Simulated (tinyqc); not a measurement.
Pairing against temperature: dopants and charged point defects at anneal temperature: Fermi-level effect, clustering and pairing. Computed by tinyqc, a small Python program. Command: `OMP_NUM_THREADS=1 python tinyqc.py 3011011 3011012 out.jsonl pairing walk`. One thread of a shared host (Intel(R) Xeon(R) Processor @ 2.30GHz), about 0.01 s of CPU time with the checks.

Boltzmann statistics and full ionisation of active dopants. Energies are counted from the valence band; the defect (a vacancy or self-interstitial) has five charge states, with all degeneracy factors one.

Inputs (values chosen for the exercise, with bands modelled on silicon): site density N_s = 4e+22 cm^-3; pair binding energy E_b = 0.46 eV; pair configurations Z = 4; impurity diffusion prefactor D_0 = 0.001 cm^2/s; impurity migration energy E_m = 0.64 eV; dielectric constant eps = 11.4; active dopant density in the stored part N_2 = 5.6e+15 cm^-3.

Dopant: donor. Second part: pairing with a mobile impurity.

Constants: k_B = 8.617333262e-05 eV/K; e^2/(4 pi eps_0) = 14.39964548 eV angstrom.

Method. An oppositely charged mobile impurity (density M) pairs with the dopant: pairs/free = Z (N_2/N_s) exp(E_b/k_B T_2) for M << N_2; capture radius R = e^2/(4 pi eps eps_0 k_B T_2); D_m = D_0 exp(-E_m/k_B T_2); association rate 4 pi R D_m N_2; dissociation rate = association rate/(pairs/free); tau = 1/(sum of both).

Equilibrium and kinetics:
```
T (K)  paired share  time constant (s)  D_m (cm^2/s)  effective D (cm^2/s)
270      9.9539e-01         2.3016e+04    1.1320e-15            5.2165e-18
300      9.6765e-01         1.5882e+03    1.7720e-14            5.7325e-16
340      7.8666e-01         7.9512e+01    3.2611e-13            6.9572e-14
380      4.1393e-01         4.6912e+00    3.2505e-12            1.9050e-12
430      1.2119e-01         1.6015e-01    3.1545e-11            2.7722e-11
480      3.6462e-02         8.8985e-03    1.9068e-10            1.8372e-10
550      9.1055e-03         3.5536e-04    1.3663e-09            1.3538e-09
650      2.0602e-03         1.1901e-05    1.0908e-08            1.0886e-08
```

Half the impurity is paired at T = E_b/(k_B ln(N_s/(Z N_2))) = 371 K. The time constant at 300 K is 1600 s. Below 371 K pairs win, and the effective diffusivity has the activation energy E_m + E_b = 1.10 eV; above it the impurity is free and moves with E_m = 0.64 eV.
